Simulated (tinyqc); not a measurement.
Pariser-Parr-Pople SCF with singles CI, for the molecule Oc1cccc2occc12 (SMILES; centres numbered as the heavy atoms are written), step by step. One step of it, computed by the program tinyqc.

Task: Iteration 3: orbitals and new P. Diagonalise F (the basis is taken as orthonormal) and form P = 2 sum c c over the lowest orbitals; 0.5 of the old P is kept.

F (eV), order 1O, 2C, 3C, 4C, 5C, 6C, 7O, 8C, 9C, 10C:
```
[[-12.717956, -3.591900, 0.540427, 0.087043, -0.270543, 0.095190, 0.033974, -0.147662, 0.082078, 0.368065],
 [-3.591900, -5.716044, -4.115328, -0.016850, 0.541347, -0.054983, -0.076375, 0.231024, 0.027918, -3.742931],
 [0.540427, -4.115328, -5.417059, -4.061073, 0.209316, 0.423206, -0.170127, -0.007965, 0.178149, -0.045448],
 [0.087043, -0.016850, -4.061073, -5.131804, -4.278345, 0.048869, 0.176810, -0.189557, -0.057414, 0.433922],
 [-0.270543, 0.541347, 0.209316, -4.278345, -5.413317, -3.881628, 0.279286, 0.034641, -0.076846, 0.056467],
 [0.095190, -0.054983, 0.423206, 0.048869, -3.881628, -5.940901, -3.594843, 0.560473, 0.203521, -3.923545],
 [0.033974, -0.076375, -0.170127, 0.176810, 0.279286, -3.594843, -13.321737, -3.691708, 0.594607, 0.376604],
 [-0.147662, 0.231024, -0.007965, -0.189557, 0.034641, 0.560473, -3.691708, -6.157942, -4.468446, 0.220470],
 [0.082078, 0.027918, 0.178149, -0.057414, -0.076846, 0.203521, 0.594607, -4.468446, -5.549599, -3.772616],
 [0.368065, -3.742931, -0.045448, 0.433922, 0.056467, -3.923545, 0.376604, 0.220470, -3.772616, -5.550272]]
```

pi electrons, sum of z_r less the charge = 12

P after iteration 2, order 1O, 2C, 3C, 4C, 5C, 6C, 7O, 8C, 9C, 10C:
```
[[1.793448, 0.428624, -0.248263, -0.055451, 0.190989, -0.060647, -0.025263, 0.107912, -0.044736, -0.169096],
 [0.428624, 0.980779, 0.645600, 0.008703, -0.307804, 0.028400, 0.047442, -0.158508, -0.014935, 0.506176],
 [-0.248263, 0.645600, 1.121904, 0.625250, -0.108117, -0.240679, 0.119629, 0.006556, -0.125587, 0.023476],
 [-0.055451, 0.008703, 0.625250, 0.998999, 0.706492, -0.025243, -0.114535, 0.156030, 0.043650, -0.246723],
 [0.190989, -0.307804, -0.108117, 0.706492, 1.106637, 0.558152, -0.133470, -0.023770, 0.052130, -0.029165],
 [-0.060647, 0.028400, -0.240679, -0.025243, 0.558152, 1.061172, 0.429488, -0.277048, -0.100622, 0.573793],
 [-0.025263, 0.047442, 0.119629, -0.114535, -0.133470, 0.429488, 1.633295, 0.460320, -0.260036, -0.164661],
 [0.107912, -0.158508, 0.006556, 0.156030, -0.023770, -0.277048, 0.460320, 1.099542, 0.777702, -0.108982],
 [-0.044736, -0.014935, -0.125587, 0.043650, 0.052130, -0.100622, -0.260036, 0.777702, 1.107000, 0.517371],
 [-0.169096, 0.506176, 0.023476, -0.246723, -0.029165, 0.573793, -0.164661, -0.108982, 0.517371, 1.097225]]
```

Give: orbital energies; P after iteration 3.

Result:

orbital energies (eV): [-16.2942, -14.7137, -12.2121, -11.1254, -9.7342, -8.7667, -1.2071, -0.3909, 0.7796, 2.7480]

P after iteration 3, order 1O, 2C, 3C, 4C, 5C, 6C, 7O, 8C, 9C, 10C:
```
[[1.8387, 0.3850, -0.2319, -0.0451, 0.1689, -0.0473, -0.0222, 0.0958, -0.0375, -0.1612],
 [0.3850, 0.9769, 0.6609, 0.0114, -0.3192, 0.0260, 0.0492, -0.1665, -0.0111, 0.5188],
 [-0.2319, 0.6609, 1.1004, 0.6247, -0.0879, -0.2556, 0.1105, 0.0052, -0.1179, 0.0196],
 [-0.0451, 0.0114, 0.6247, 0.9949, 0.7072, -0.0180, -0.1034, 0.1618, 0.0334, -0.2563],
 [0.1689, -0.3192, -0.0879, 0.7072, 1.0882, 0.5698, -0.1331, -0.0203, 0.0503, -0.0237],
 [-0.0473, 0.0260, -0.2556, -0.0180, 0.5698, 1.0479, 0.4021, -0.2888, -0.0836, 0.5830],
 [-0.0222, 0.0492, 0.1105, -0.1034, -0.1331, 0.4021, 1.6966, 0.4285, -0.2534, -0.1609],
 [0.0958, -0.1665, 0.0052, 0.1618, -0.0203, -0.2888, 0.4285, 1.0823, 0.8002, -0.0918],
 [-0.0375, -0.0111, -0.1179, 0.0334, 0.0503, -0.0836, -0.2534, 0.8002, 1.0895, 0.5020],
 [-0.1612, 0.5188, 0.0196, -0.2563, -0.0237, 0.5830, -0.1609, -0.0918, 0.5020, 1.0846]]
```
